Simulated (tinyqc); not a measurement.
Abrupt p-n junction, non-linear Poisson equation by Newton steps: two steps of the calculation.

One dimension, p side on the left, n side on the right; net doping C = -Na for x < 0 and +Nd for x > 0. The potential psi is counted from the intrinsic level, and the quasi-Fermi potentials are flat: 0 for holes and -V for electrons, so n = ni exp((psi + V)/Vt) and p = ni exp(-psi/Vt) (Boltzmann statistics, full ionisation, no current).

Parameters, values chosen for the exercise; band and dielectric values close to those of gallium phosphide:
- T = 300 K (temperature)
- eps_r = 11.2 (relative permittivity)
- V = 0.27 V (bias of the p side against the n side)

Constants: q = 1.602176634e-19 C, kB = 1.380649e-23 J/K, Vt = kB T/q, eps0 = 8.8541878128e-14 F/cm where lengths are in cm. Results are converted to the units shown.

Question 1. Densities, residual and Jacobian diagonal. n_i = ni exp((psi_i + V)/Vt), p_i = ni exp(-psi_i/Vt), rho_i = p_i - n_i + C_i, g_i = (n_i + p_i)/Vt. Box widths w_i = (h_(i-1) + h_i)/2 in cm. Residual F_i = a_i (psi_(i+1) - psi_i) - a_(i-1) (psi_i - psi_(i-1)) + q rho_i w_i; Jacobian: a_(i-1) and a_i beside the diagonal, b_i = -a_(i-1) - a_i - q g_i w_i on it. The two end nodes are fixed.

| node | x (nm) | psi after iteration 2 (V) | net doping C (cm^-3) |
|---|---|---|---|
| 0 | -1030 | -0.92074969 | -8.4e15 |
| 1 | -449 | -0.90888285 | -8.4e15 |
| 2 | -192 | -0.36560268 | -8.4e15 |
| 3 | -78.2 | 0.16129794 | -8.4e15 |
| 4 | -27.5 | 0.45263542 | -8.4e15 |
| 5 | -5 | 0.59310836 | -8.4e15 |
| 6 | 5 | 0.65797860 | 1.7e17 |
| 7 | 16.4 | 0.70057335 | 1.7e17 |
| 8 | 29.5 | 0.72015758 | 1.7e17 |
| 9 | 44.5 | 0.72650038 | 1.7e17 |
| 10 | 61.6 | 0.72810454 | 1.7e17 |
| 11 | 81.2 | 0.72843802 | 1.7e17 |
| 12 | 104 | 0.72850131 | 1.7e17 |

| interval | coupling a_i (F/cm^2) |
|---|---|
| 0 | 1.7068314e-8 |
| 1 | 3.8586344e-8 |
| 2 | 8.7141391e-8 |
| 3 | 1.9559547e-7 |
| 4 | 4.4074179e-7 |
| 5 | 9.9166904e-7 |
| 6 | 8.6988512e-7 |
| 7 | 7.5699926e-7 |
| 8 | 6.6111269e-7 |
| 9 | 5.7992341e-7 |
| 10 | 5.0595359e-7 |
| 11 | 4.3494256e-7 |

ni = 2.8599947 cm^-3

Give: n; p; residual F; diagonal b.

Answer 1.

| node | n (cm^-3) | p (cm^-3) |
|---|---|---|
| 0 | 3.344e-11 | 8.400e15 |
| 1 | 5.292e-11 | 5.308e15 |
| 2 | 0.07085 | 3.965e6 |
| 3 | 5.033e7 | 0.005581 |
| 4 | 3.946e12 | 7.119e-8 |
| 5 | 9.035e14 | 3.109e-10 |
| 6 | 1.111e16 | 2.528e-11 |
| 7 | 5.771e16 | 4.867e-12 |
| 8 | 1.231e17 | 2.282e-12 |
| 9 | 1.573e17 | 1.785e-12 |
| 10 | 1.674e17 | 1.678e-12 |
| 11 | 1.696e17 | 1.656e-12 |
| 12 | 1.700e17 | 1.652e-12 |

| node | residual F (1e-10 C/cm^2) | diagonal b (F/cm^2) |
|---|---|---|
| 1 | 0.032 | -1.434e-6 |
| 2 | 0.000 | -1.257e-7 |
| 3 | 0.000 | -2.827e-7 |
| 4 | 0.000 | -6.364e-7 |
| 5 | -0.047 | -1.442e-6 |
| 6 | -0.383 | -1.935e-6 |
| 7 | -1.893 | -2.065e-6 |
| 8 | -0.759 | -2.490e-6 |
| 9 | -0.071 | -2.806e-6 |
| 10 | -0.003 | -2.990e-6 |
| 11 | 0.000 | -3.169e-6 |

Question 2. Converged densities, field and charge. n and p as above; field E_i = -(psi_(i+1) - psi_i)/h_i on each interval; charge on either side of the peak Q = eps0 eps_r |E|max (Gauss).

| node | x (nm) | converged psi (V) | net doping C (cm^-3) |
|---|---|---|---|
| 0 | -1030 | -0.92074969 | -8.4e15 |
| 1 | -449 | -0.90888466 | -8.4e15 |
| 2 | -192 | -0.36575288 | -8.4e15 |
| 3 | -78.2 | 0.16108203 | -8.4e15 |
| 4 | -27.5 | 0.45239023 | -8.4e15 |
| 5 | -5 | 0.59285023 | -8.4e15 |
| 6 | 5 | 0.65771709 | 1.7e17 |
| 7 | 16.4 | 0.70033001 | 1.7e17 |
| 8 | 29.5 | 0.72004496 | 1.7e17 |
| 9 | 44.5 | 0.72647003 | 1.7e17 |
| 10 | 61.6 | 0.72809837 | 1.7e17 |
| 11 | 81.2 | 0.72843703 | 1.7e17 |
| 12 | 104 | 0.72850131 | 1.7e17 |

ni = 2.8599947 cm^-3

Wanted: n; p; field E; peak |E|; charge Q.

Answer 2.

| node | n (cm^-3) | p (cm^-3) |
|---|---|---|
| 0 | 3.344e-11 | 8.400e15 |
| 1 | 5.291e-11 | 5.308e15 |
| 2 | 0.07043 | 3.988e6 |
| 3 | 4.991e7 | 0.005627 |
| 4 | 3.908e12 | 7.187e-8 |
| 5 | 8.946e14 | 3.140e-10 |
| 6 | 1.100e16 | 2.554e-11 |
| 7 | 5.717e16 | 4.913e-12 |
| 8 | 1.226e17 | 2.292e-12 |
| 9 | 1.572e17 | 1.787e-12 |
| 10 | 1.674e17 | 1.678e-12 |
| 11 | 1.696e17 | 1.656e-12 |
| 12 | 1.700e17 | 1.652e-12 |

| interval | field E (kV/cm) |
|---|---|
| 0 | -0.20 |
| 1 | -21.13 |
| 2 | -46.29 |
| 3 | -57.46 |
| 4 | -62.43 |
| 5 | -64.87 |
| 6 | -37.38 |
| 7 | -15.05 |
| 8 | -4.28 |
| 9 | -0.95 |
| 10 | -0.17 |
| 11 | -0.03 |

peak |E| = 64.87 kV/cm
charge Q = 64.33 nC/cm^2

tinyqc, about 0.02 s, one thread, Intel Xeon 2.30GHz (shared host): `OMP_NUM_THREADS=1 python tinyqc.py 2000089 2000090 out.jsonl`
